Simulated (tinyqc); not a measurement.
## Doping and thickness from pinch-off voltage and conductance

Problem. A uniform channel has Vp = q Nd a^2/(2 eps0 eps_r) and G0 = q mu Nd a W/L. Find a and Nd.

Inputs (values chosen for the exercise); material values close to those of indium phosphide: relative permittivity of the semiconductor eps_r = 12.7; low-field mobility at this doping mu = 2200 cm^2/(V s); gate length L = 5 um; gate width W = 50 um.

Constants: q = 1.602176634e-19 C, eps0 = 8.8541878128e-14 F/cm where lengths are in cm. Results are converted to the units shown.

Vp = 4.0493192 V
G0 = 14.310642 mS

Solution. G0 gives the product Nd a and Vp gives Nd a^2; their ratio is a.

a = 140 nm
Nd = 2.90e17 cm^-3

Program tinyqc, `OMP_NUM_THREADS=1 python tinyqc.py 2500147 2500148 out.jsonl`; Intel Xeon 2.30GHz, shared host, one thread, about 0.04 s.
